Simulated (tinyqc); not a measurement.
Worked calculation: power iteration on a symmetric matrix. One step of it, computed by the program tinyqc.

Task: Step 2. w = (A - shift) v; v' = w/|w| with its largest component positive (the first on a tie); lambda = v'^T A v'.

A, lower triangle:
```
,1,2,3,4
1,0.743000
2,1.077000,0.820000
3,-0.830000,-1.720000,0.923000
4,0.147000,0.898000,-1.386000,1.556000
```

vector after step 1: 0.138925  0.151354  0.970872  0.123288

shift = 1.830000

Give: vector after step 2; Rayleigh quotient after step 2.

Result:

vector after step 2: 0.3025  0.6093  0.5565  0.4770

Rayleigh quotient after step 2 = -0.2081
